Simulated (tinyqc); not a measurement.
From results back to parameters: special k points of the fcc lattice. Two cases, with inputs chosen for the exercise.

Problem. E(k) = -sqrt(D^2 + (e0 - t A_1(k))^2) with A_1 = 12 at Gamma and A_1 = 0 at b1/2; t > 0 and D > 0 are hidden.

Find: t; D.

Method. The difference of the squares is 144 t^2 - 24 e0 t; it is positive, so the quadratic has one positive root t; D^2 follows from either energy.

Case 1.

Values chosen: e0 = 0.8 eV (offset).
E at Gamma = -3.049475 eV
E at b1/2 = -2.369156 eV

Solution.

t = 0.240 eV
D = 2.230 eV

Case 2.

Values chosen (out of a larger set: the lattice of Si, GaAs, Cu and Al; not measured data): e0 = 1.85 eV (offset).

E at Gamma = -3.660014 eV
E at b1/2 = -3.078003 eV

Solution.

t = 0.380 eV
D = 2.460 eV

Computed by tinyqc, one run a case: `OMP_NUM_THREADS=1 python tinyqc.py N N+1 out.jsonl` with N = 1651630, 1651701; one thread of a shared Intel(R) Xeon(R) Processor @ 2.30GHz, about 0.2 s a run at most.
